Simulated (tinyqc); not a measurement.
# Frequency dispersion of an accumulation capacitance by border traps, distributed model: what changes with what

Traps spread evenly through the insulator exchange electrons with the semiconductor by tunnelling, with tau(x) = t0 exp(2 ka x) at depth x from the interface. The admittance per area Y seen at depth x obeys dY/dx = -Y^2/(i w eps0 eox) + q Nb ln(1 + i w tau)/tau, with Y(0) = i w Cs and w = 2 pi f; the gate sees Y(tox) = G + i w C. Working variable y = Y/(i w), in uF/cm^2. Cox = eps0 eox/tox.

Values chosen for this exercise; permittivity close to that of zirconium oxide:
- eox = 21.1 (relative permittivity of the insulator)
- tox = 8.4 nm (insulator thickness)
- Cs = 6 uF/cm^2 (semiconductor capacitance in accumulation)
- Nb = 6.6e19 cm^-3 eV^-1 (density of border traps)
- ka = 5.1 1/nm (decay constant of the wave function in the insulator)
- t0 = 5e-9 s (time constant of a trap at the interface)
- f = 1000 Hz (frequency)

Constants: q = 1.602176634e-19 C, eps0 = 8.8541878128e-14 F/cm where lengths are in cm. Results are converted to the units shown.

Each table varies one quantity; the others keep the values above.

## Capacitance and loss against frequency

Cox; trap-free value 1/(1/Cox + 1/Cs); response depth d = ln(1/(w t0))/(2 ka), where w tau = 1; lumped estimate: all traps within d act as C_bt = q Nb d placed at d/2, so C = 1/{1/[1/(1/Cs + d/(2 eps0 eox)) + C_bt] + (tox - d/2)/(eps0 eox)}. C and G from a fine integration; dispersion -d C/d log10 f over C, from f times and over 1.1. For a broad spread of time constants G/w is close to -(pi/2) dC/d ln w.

The same in every row: trap-free C (uF/cm^2) = 1.623.

Capacitance and loss against frequency:
```
f (Hz)  d (nm)  C (uF/cm^2)  G/w (uF/cm^2)  dispersion (% a decade)  -(pi/2) dC/d ln w (uF/cm^2)  lumped C (uF/cm^2)
10       1.468        1.783        0.01977                    1.625                      0.01976               1.766
100      1.242        1.755        0.01855                    1.548                      0.01854               1.740
1000     1.016        1.729        0.01736                    1.472                      0.01736               1.716
10000   0.7907        1.704        0.01621                    1.394                      0.01621               1.693
1e5     0.5650        1.681        0.01508                    1.315                      0.01509               1.671
1e6     0.3393        1.660        0.01390                    1.236                      0.01399               1.651
1e7     0.1135        1.640        0.01188                    1.129                      0.01264               1.632
```

What does the comparison show?

C falls from 1.783 to 1.640 uF/cm^2, towards the trap-free 1.623; each decade of frequency removes ln 10/(2 ka) = 0.226 nm from the response depth. The dispersion falls from 1.62 to 1.13 % a decade and G/w falls from 0.0198 to 0.0119 uF/cm^2. G/w lies between 0.940 and 1.00 times -(pi/2) dC/d ln w, the relation for a broad spread of time constants.

## Effect of the semiconductor capacitance in accumulation

Same model as above.

The same in every row: d (nm) = 1.016.

Result of one run:
columns A: Cs (uF/cm^2); B: C (uF/cm^2); C: G/w (uF/cm^2); D: dispersion (% a decade); E: -(pi/2) dC/d ln w (uF/cm^2); F: lumped C (uF/cm^2); G: trap-free C (uF/cm^2)
```
A        B        C      D        E      F       G
1.4  1.231  0.04417  5.252  0.04410  1.198  0.8592
```

What becomes of these results when the semiconductor capacitance in accumulation Cs is changed from 1.4 to 0.39 uF/cm^2, all else the same?

Result of the changed run:
columns A: Cs (uF/cm^2); B: C (uF/cm^2); C: G/w (uF/cm^2); D: dispersion (% a decade); E: -(pi/2) dC/d ln w (uF/cm^2); F: lumped C (uF/cm^2); G: trap-free C (uF/cm^2)
```
A          B        C      D        E       F       G
0.39  0.9525  0.06455  9.904  0.06435  0.9034  0.3318
```

The whole series:
columns A: Cs (uF/cm^2); B: C (uF/cm^2); C: G/w (uF/cm^2); D: dispersion (% a decade); E: -(pi/2) dC/d ln w (uF/cm^2); F: lumped C (uF/cm^2); G: trap-free C (uF/cm^2)
```
A          B         C       D         E       F       G
0.2   0.8819   0.07033   11.65   0.07009  0.8282  0.1835
0.39  0.9525   0.06455   9.904   0.06435  0.9034  0.3318
0.75   1.068   0.05563   7.619   0.05550   1.026  0.5609
1.4    1.231   0.04417   5.252   0.04410   1.198  0.8592
2.8    1.463   0.03015   3.019   0.03013   1.440   1.240
5.4    1.694   0.01884   1.629   0.01883   1.680   1.575
10     1.881   0.01165  0.9073   0.01164   1.872   1.819
20     2.032  0.007105  0.5115  0.007089   2.025   2.002
```

As Cs goes from 0.2 to 20, C rises from 0.882 to 2.03 uF/cm^2, the dispersion falls from 11.7 to 0.512 % a decade and G/w falls from 0.0703 to 0.00710 uF/cm^2. The lumped estimate is 6.1 % below C in the first row and 0.30 % below it in the last. The same traps disperse C more when Cs is small, since they then add to the weaker series term.

tinyqc, about 0.5 s, one thread, Intel Xeon 2.30GHz (shared host): `OMP_NUM_THREADS=1 python tinyqc.py 2202067 2202068 out.jsonl`
